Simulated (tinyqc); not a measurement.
Single-photon avalanche diode, trigger probability and counting: two steps of the calculation.

A multiplication layer of width W with the uniform field V/W; alpha = an exp(-bn/E) for electrons, beta = ap exp(-bp/E) for holes (local model, no dead space). a = alpha W, b = beta W. Electrons enter at x = 0, holes at x = W. P0 is the probability that an electron entering at 0 starts a lasting avalanche, PW the same for a hole entering at W.

Inputs (values chosen for the exercise); ionisation coefficients close to those of silicon:
- Vx = 5.9 V (excess bias)
- eta = 0.56 (probability that a photon makes a pair that enters the layer)
- Gd = 1900 1/s (thermal generation rate in the layer)
- td = 10 ns (dead time)
- Cd = 16 fF (diode capacitance)
- Rq = 100 kohm (quench resistance)
- pa = 1e-7 (trapping probability per avalanche carrier)
- tt = 22 ns (trap release time)
- nph = 4.9e7 1/s (photon rate)

Constants: q = 1.602176634e-19 C. Results are converted to the units shown.

Question 1. Trigger probability by substitution. PW = 1 - (1 - P0)^(b/a); P0(new) = PW/(PW + (1 - PW) exp(b - a)).

P0 at the start = 0.9
a = 3.0994440
b = 1.1236871

Wanted: PW; P0 after iteration 1.

Answer 1.

PW = 0.5660
P0 after iteration 1 = 0.9039

Question 2. Detection, dark counts, afterpulses and dead-time loss. Pm is the mean trigger probability of pairs made evenly in the layer. PDP = eta P0; dark counts Gd Pm; avalanche charge Cd Vx/q; afterpulse probability pa (Cd Vx/q) exp(-td/tt) Pm; true rate n = nph PDP + dark counts; measured n/(1 + n td) (non-paralysable) or n exp(-n td) (paralysable); recharge time Rq Cd.

P0 = 0.90892296
Pm = 0.77305784

Find: PDP; dark counts; avalanche charge; afterpulse probability; true rate; measured, non-paralysable; measured, paralysable; recharge time.

Answer 2.

PDP = 0.5090
dark counts = 1469 1/s
avalanche charge = 5.892e5 electrons
afterpulse probability = 2.891 %
true rate = 2.494e7 1/s
measured, non-paralysable = 1.996e7 1/s
measured, paralysable = 1.944e7 1/s
recharge time = 1.600 ns

Dead time hides 20 % of the events in the first model and 22 % in the second.

Computed by the program tinyqc: `OMP_NUM_THREADS=1 python tinyqc.py 2630043 2630044 out.jsonl`, one thread of a shared Intel Xeon 2.30GHz, about 0.01 s for the whole run.
